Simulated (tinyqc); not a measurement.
Worked calculation: solubility, supersaturation, precipitation and gettering of an impurity in a silicon-like host. Computed by tinyqc, a small Python program that keeps every step. Command: `OMP_NUM_THREADS=1 python tinyqc.py 3014835 3014836 out.jsonl ripen walk`. One thread of a shared host (Intel(R) Xeon(R) Processor @ 2.30GHz), about 0.01 s of CPU time with the checks. Intermediate numbers are printed to about 6 digits and carried at full precision; extremes and crossings named in words are read from the listed rows.

The wafer was saturated at T1 and is then held at T.

Inputs (values chosen for the exercise, modelled on nickel in silicon):

| quantity | value | unit |
|---|---|---|
| site density N0 | 5e+22 | 1/cm^3 |
| enthalpy of solution H | 1.64 | eV |
| entropy of solution S | 3.1 | k_B |
| diffusion prefactor D0 | 0.0019 | cm^2/s |
| migration energy Q | 0.484 | eV |
| temperature of saturation T1 | 1350 | K |
| anneal temperature T | 812 | K |
| sink density n | 3.4e+10 | 1/cm^3 |
| initial sink radius r0 | 3.4 | nm |
| impurity density in the precipitate C_p | 2.5e+22 | 1/cm^3 |
| interface energy gamma | 0.77 | J/m^2 |
| anneal time t | 1.4 | s |
| wafer thickness w | 625 | micrometre |
| segregation energy E_g | 0.69 | eV |
| segregation prefactor k_0 | 0.0021 | - |
| getter layer thickness t_g | 4.4 | micrometre |

Gettering: segregation gettering in a layer.

Constants: k_B = 8.617333262e-05 eV/K; k_B = 1.380649e-23 J/K.

## Solubility, diffusivity, supersaturation

C_eq(T) = N0 exp(S/k_B - H/(k_B T)); D(T) = D0 exp(-Q/(k_B T)); C0 = C_eq(T1). Supersaturation s = C0/C_eq(T); critical radius r* = 2 gamma/(C_p k_B T ln s); barrier W* = (4 pi/3) gamma r*^2. Strain energy is left out.

C0 = 8.37309e+17 1/cm^3

C_eq(T) = 7.35225e+13 1/cm^3

D(T) = 1.88256e-06 cm^2/s

supersaturation s = 11388.5

critical radius r* = 0.588272 nm

W*/(k_B T) = 99.5625

Sinks of radius r0 are above r* and grow. Homogeneous nucleation is out of reach, so only existing sinks act.

## Ham's law for sinks of fixed radius

tau0 = 1/(4 pi n r0 D); C_fixed(t) = C_eq + (C0 - C_eq) exp(-t/tau0). If all excess precipitates, the final radius is r_f = [r0^3 + 3 (C0 - C_eq)/(4 pi n C_p)]^(1/3), with tau_f = 1/(4 pi n r_f D).

tau0 = 3.65666 s

C_fixed(t) = 5.70989e+17 1/cm^3

final radius r_f = 61.7264 nm

tau_f = 0.201415 s

The sinks grow 18.2 times, so the fixed radius underrates the later rate.

## Growing precipitates

Growing sinks: with y = r/r_f and y0 = r0/r_f, dy/dt = (1 - y^3)/(3 tau_f y), which integrates to t/tau_f = F(y) - F(y0), F(y) = (1/2) ln[(1 + y + y^2)/(1 - y)^2] - sqrt(3) arctan[(2y + 1)/sqrt(3)]; the share of the excess left is (1 - y^3)/(1 - y0^3), and C(t) = C_eq + (C0 - C_eq) x share.

radius at t = 61.6852 nm

share of the excess left = 0.00199953

C(t) with growing sinks = 1.74760e+15 1/cm^3

99.8 % of the excess has precipitated.

## Segregation into a layer on one face

k = k_0 exp(E_g/(k_B T)); in equilibrium the bulk keeps C/C0 = 1/(1 + k t_g/w). For a strong sink on one face the slowest diffusion mode has tau_w = 4 w^2/(pi^2 D), and C/C0 is estimated as c_eq + (1 - c_eq)(8/pi^2) sum over odd m up to 99 of exp(-m^2 t/tau_w)/m^2. Precipitation is left out here.

segregation coefficient k = 40.2522

equilibrium C/C0 = 0.779195

tau_w = 840.954 s

mean C/C0 at t = 0.993528

Diffusion and capacity both matter.

## The best anneal temperature for the time t

C_eq(T) = N0 exp(S/k_B - H/(k_B T)); D(T) = D0 exp(-Q/(k_B T)); C0 = C_eq(T1). r_f = [r0^3 + 3 (C0 - C_eq)/(4 pi n C_p)]^(1/3), tau_f = 1/(4 pi n r_f D).

Dissolved share after t:

| T (K) | C_eq/C0 | tau_f (s) | C(t)/C0 |
|---|---|---|---|
| 608 | 3.37488e-08 | 2.05118 | 7.40263e-01 |
| 702 | 2.23129e-06 | 0.59538 | 1.86166e-01 |
| 810 | 8.28709e-05 | 0.20488 | 2.33176e-03 |
| 918 | 1.31484e-03 | 0.09066 | 1.31525e-03 |
| 1026 | 1.16577e-02 | 0.04778 | 1.16577e-02 |
| 1134 | 6.82070e-02 | 0.02893 | 6.82070e-02 |
| 1228 | 2.46461e-01 | 0.02125 | 2.46461e-01 |
| 1296 | 5.55776e-01 | 0.01994 | 5.55776e-01 |

The lowest dissolved share among these rows is 0.0013 at 918 K. Above it solubility sets the floor; below it diffusion is too slow for this time. Solubility falls with H = 1.64 eV and diffusion with Q = 0.484 eV.

Checks made by the program: radius against numerical integration (relative difference below 1e-10).
